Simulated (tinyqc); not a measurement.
## Bandgap voltage reference from two bipolar transistors: output against temperature

Two transistors of area 1 and N carry the same current I. Is(T) = Is (T/T0)^eta exp[(Vg0 q/kB)(1/T0 - 1/T)], VBE1 = Vt ln(I/Is(T)) + I rb, VBE2 = Vt ln(I/(N Is(T))) + I rb/N. The amplifier forces I R1(T) = VBE1 - VBE2 + Vos, with R(T) = R (1 + tc (T - T0)) for both resistors, and the output is Vref = VBE1 + I R2(T). Base currents and the Early effect are neglected.

Vt = kB T/q; I = (Vt ln N + Vos)/(R1(T) - rb (1 - 1/N)).

Parameters, values chosen for the exercise; values of the order met in silicon bipolar transistors: reference temperature T0 = 300 K; band-gap voltage extrapolated to 0 K Vg0 = 1.141 V; temperature exponent of the saturation current eta = 3.5; saturation current of the unit transistor at T0 Is = 2.2e-17 A; area ratio of the second transistor N = 15; resistor across which the difference of VBE falls, at T0 R1 = 9.1 kohm; temperature coefficient of both resistors tc = -1500 ppm/K; offset of the amplifier Vos = -2.3 mV; series resistance of the unit transistor rb = 120 ohm; output resistor at T0 R2 = 65.78 kohm.

Constants: q = 1.602176634e-19 C, kB = 1.380649e-23 J/K. Results are converted to the units shown.

Result of one run:
```
T (K)	I (uA)	VBE1 (V)	I R2 (V)	Vref (V)	Vref - Vref(T0) (mV)	dVref/dT (uV/K)
233	5.259	0.7993	0.3807	1.180	-3.111	62.19
```

What becomes of these results when the temperature T is changed from 233 to 348 K, all else the same?

Result of the changed run:
```
T (K)	I (uA)	VBE1 (V)	I R2 (V)	Vref (V)	Vref - Vref(T0) (mV)	dVref/dT (uV/K)
348	9.470	0.6063	0.5781	1.184	1.351	23.85
```

The whole series:
```
T (K)	I (uA)	VBE1 (V)	I R2 (V)	Vref (V)	Vref - Vref(T0) (mV)	dVref/dT (uV/K)
218	4.806	0.8239	0.3550	1.179	-4.111	71.32
233	5.259	0.7993	0.3807	1.180	-3.111	62.19
253	5.892	0.7662	0.4149	1.181	-1.975	51.72
273	6.563	0.7328	0.4492	1.182	-1.030	43.01
298	7.459	0.6909	0.4921	1.183	-0.06812	34.36
323	8.425	0.6487	0.5351	1.184	0.7069	28.01
348	9.470	0.6063	0.5781	1.184	1.351	23.85
373	10.60	0.5638	0.6212	1.185	1.917	21.81
398	11.84	0.5212	0.6643	1.186	2.459	21.89
423	13.19	0.4785	0.7076	1.186	3.030	24.16
```

VBE1 falls by 1.69 mV/K on average and I R2 rises by 1.72 mV/K. Between 233 and 398 K Vref spans 5.57 mV, or 28.5 ppm/K by the box method (span over the average over T, over 165 K).

tinyqc, about 0.02 s, one thread, Intel Xeon 2.30GHz (shared host): `OMP_NUM_THREADS=1 python tinyqc.py 2062005 2062006 out.jsonl`
